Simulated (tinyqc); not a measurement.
# Read current of a NAND string, cells in series solved by shooting: effects of single changes

Cells in series, numbered from 0 at the source line (0 V) to the bit line, each followed by a gap resistance Rg. A cell with gate Vg, threshold VT, source Vs and drain Vd passes I = 2 nf K Vt^2 [F(Vs) - F(Vd)]/(1 + th max(Vg - VT, 0)), F(V) = ln^2(1 + exp((Vg - VT - nf V)/(2 nf Vt))). The selected cell has Vg = Vr, the others Vg = Vp.

Parameters, values chosen for the exercise; values of the order met in vertical NAND strings:
- T = 358 K (temperature)
- K = 8.8 uA/V^2 (gain factor of a cell)
- nf = 1.8 (slope factor)
- th = 0.17 1/V (mobility reduction factor)
- Rg = 5.7 kohm (resistance of the gap between cells)
- Vbl = 0.4 V (bit-line voltage)
- Vp = 7.9 V (pass voltage)
- Ve = -1.5 V (threshold of an erased cell)
- Vh = 4.5 V (threshold of the highest state)
- Vx = 2.9 V (threshold of the selected cell)
- Is = 50 nA (sensing current)
- Vr = 4.58 V (read voltage on the selected word line)

Constants: q = 1.602176634e-19 C, kB = 1.380649e-23 J/K, Vt = kB T/q. Results are converted to the units shown.

Each table varies one quantity; the others keep the values above.

## Read current against the number of cells

For a trial current I start at 0 V and, cell by cell, solve for the drain: sqrt(F(Vd)) = sqrt(F(Vs) - I/k), k = 2 nf K Vt^2/(1 + th max(Vg - VT, 0)), Vd = [Vg - VT - 2 nf Vt ln(exp(sqrt F) - 1)]/nf, then add I Rg. The string current is the I for which the last node reaches Vbl. The apparent threshold is the Vr at which I = Is. Background: all other cells erased (VT = Ve) or all in the highest state (VT = Vh); ratio and shift are high over erased and high minus erased. The selected cell is in the middle, cell n/2.

Result of one run:

| n | I, others erased (uA) | I, others high (uA) | ratio | apparent VT, erased (V) | apparent VT, high (V) | background shift (mV) |
|---|---|---|---|---|---|---|
| 16 | 0.5777 | 0.3682 | 0.6373 | 3.036 | 3.052 | 15.83 |

What becomes of these results when the number of cells n is changed from 16 to 96, all else the same?

Result of the changed run:

| n | I, others erased (uA) | I, others high (uA) | ratio | apparent VT, erased (V) | apparent VT, high (V) | background shift (mV) |
|---|---|---|---|---|---|---|
| 96 | 0.1064 | 0.06387 | 0.6004 | 3.174 | 3.291 | 117.5 |

The whole series:

| n | I, others erased (uA) | I, others high (uA) | ratio | apparent VT, erased (V) | apparent VT, high (V) | background shift (mV) |
|---|---|---|---|---|---|---|
| 8 | 1.035 | 0.7021 | 0.6785 | 3.023 | 3.030 | 7.860 |
| 16 | 0.5777 | 0.3682 | 0.6373 | 3.036 | 3.052 | 15.83 |
| 32 | 0.3064 | 0.1886 | 0.6154 | 3.063 | 3.096 | 32.10 |
| 64 | 0.1579 | 0.09542 | 0.6042 | 3.118 | 3.185 | 66.59 |
| 96 | 0.1064 | 0.06387 | 0.6004 | 3.174 | 3.291 | 117.5 |

With erased neighbours the current falls from 1.03 to 0.106 uA, as n^(-0.84) between the first two rows and n^(-0.97) between the last two (-1 once the series resistance rules). The ratio falls from 0.679 to 0.600 and the background shift rises from 7.86 to 118 mV.

## Effect of the position of the selected cell

Same model as above.

The string has 32 cells, numbered from the source.

Results:

| j | I, others erased (uA) | I, others high (uA) | ratio | apparent VT, erased (V) | apparent VT, high (V) | background shift (mV) |
|---|---|---|---|---|---|---|
| 0 | 0.3111 | 0.1897 | 0.6099 | 3.009 | 3.009 | 0.02622 |
| 9 | 0.3087 | 0.1891 | 0.6127 | 3.040 | 3.057 | 17.85 |
| 13 | 0.3074 | 0.1888 | 0.6142 | 3.053 | 3.079 | 25.95 |
| 18 | 0.3056 | 0.1884 | 0.6163 | 3.070 | 3.107 | 36.23 |
| 22 | 0.3040 | 0.1879 | 0.6182 | 3.084 | 3.129 | 44.57 |
| 27 | 0.3016 | 0.1873 | 0.6208 | 3.101 | 3.156 | 55.17 |
| 31 | 0.2994 | 0.1866 | 0.6232 | 3.115 | 3.179 | 63.78 |

Estimate the missing row, j = 4.

Computed row:

| j | I, others erased (uA) | I, others high (uA) | ratio | apparent VT, erased (V) | apparent VT, high (V) | background shift (mV) |
|---|---|---|---|---|---|---|
| 4 | 0.3101 | 0.1895 | 0.6111 | 3.023 | 3.030 | 7.884 |

With this row back in the table: From the source end to the bit-line end the apparent VT with high neighbours rises from 3.009 to 3.179 V and the background shift rises from 0.0262 to 63.8 mV. Cells and gaps on the source side raise the source of the selected cell, which costs nf times that voltage in gate drive; those on the drain side only lower its drain voltage.

Computed by the program tinyqc: `OMP_NUM_THREADS=1 python tinyqc.py 2142082 2142083 out.jsonl`, one thread of a shared Intel Xeon 2.30GHz, about 0.3 s for the whole run.
